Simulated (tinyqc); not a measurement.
Inside a calculation. Method: Pariser-Parr-Pople SCF with singles CI, for the molecule [CH2+]c1cccnc1 (SMILES; centres numbered as the heavy atoms are written). One step of it, computed by the program tinyqc.

Task: Singles CI, triplets. Over the 6 single excitations with the smallest orbital gaps: A = (e_a - e_i) delta - (ij|ab), with (pq|rs) = sum c_mp c_mq gamma_mn c_nr c_ns.

orbital energies (eV): -18.488078  -16.023367  -15.038248  -8.598989  -5.486987  -4.713285  -2.295852

coefficients:
```
         MO1        MO2        MO3        MO4        MO5        MO6        MO7
1C  0.264463  -0.413499  -0.194739   0.725423   0.093085  -0.388109  -0.188740
2C  0.481559  -0.496674  -0.177780  -0.095941  -0.097245   0.534339   0.430848
3C  0.341038  -0.295695   0.459662  -0.380263   0.512233  -0.068690  -0.416255
4C  0.288943   0.058680   0.629125   0.040284  -0.394232  -0.412551   0.435924
5C  0.329671   0.405633   0.286160   0.394796  -0.204888   0.533598  -0.402892
6N  0.457299   0.563576  -0.258325   0.028623   0.524838  -0.141334   0.332082
7C  0.424923   0.096425  -0.418048  -0.402059  -0.496632  -0.290231  -0.377955
```

repulsion gamma_rs (eV), lower triangle:
```
           1C         2C         3C         4C         5C         6N         7C
1C  11.130000
2C   5.345539  11.130000
3C   3.872515   5.346287  11.130000
4C   2.881267   3.872515   5.345539  11.130000
5C   2.621087   3.517455   3.872515   5.346287  11.130000
6N   2.919001   3.940988   3.574524   3.941692   5.477679  12.300000
7C   3.872515   5.346287   3.873196   3.518103   3.872515   5.476893  11.130000
```

Give: triplet CI matrix; triplet excitation energies.

Result:

triplet CI matrix (eV), lower triangle:
```
         3>4      2>4      3>5      1>4     3>6     2>5
3>4   1.9695
2>4  -0.2637   2.4521
3>5   0.3063  -0.0530   3.9950
1>4   0.3119   0.6984   0.7575   5.1017
3>6  -0.4309   0.1659  -0.3956  -0.2274  5.2197
2>5  -0.0530  -0.0285   0.5543  -0.0686  0.0273  5.2999
```

triplet excitation energies (eV): 1.7247  2.3695  3.4982  5.0968  5.4106  5.9380
